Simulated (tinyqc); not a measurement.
Ballistic transport through the one-dimensional subbands of a rectangular nanowire or nanosheet channel: one step, computed by the program tinyqc. Command: `OMP_NUM_THREADS=1 python tinyqc.py 3012758 3012759 out.jsonl wire walk`. One thread of a shared host (Intel(R) Xeon(R) Processor @ 2.30GHz), about 0.03 s of CPU time with the checks.

Hard walls, parabolic subbands, transport along x. Energies are counted from the bulk conduction band edge at the top of the barrier, which the gate pulls down by U; the source Fermi level lies at the bulk edge when U = 0.

Problem. Subbands. E_pq = (hbar^2 pi^2/2)(p^2/(m_y b^2) + q^2/(m_z a^2)); valley pairs: (m_x, m_y, m_z) = (m_t, m_t, m_l), (m_t, m_l, m_t), (m_l, m_t, m_t), each with degeneracy g = 2; the 10 lowest subbands are kept.

Inputs (values chosen for the exercise, modelled on silicon):
```
quantity        value  unit
light mass m_t   0.18   m_0
heavy mass m_l    0.9   m_0
height a          2.8    nm
width b           5.4    nm
```

Valleys: silicon [100] wire.

Constants: hbar^2/(2 m_0) = 3.80998212 eV angstrom^2; k_B = 8.617333262e-05 eV/K.

Give: Subbands.

Solution.

Subbands:
```
valley axis  p  q  E (meV)  m_x (m_0)
z            1  1    124.9       0.18
y            1  1    280.8       0.18
z            1  2    284.8       0.18
y            2  1    323.8       0.18
x            1  1    338.1       0.90
z            2  1    339.9       0.18
y            3  1    395.4       0.18
y            4  1    495.7       0.18
z            2  2    499.7       0.18
z            1  3    551.3       0.18
```
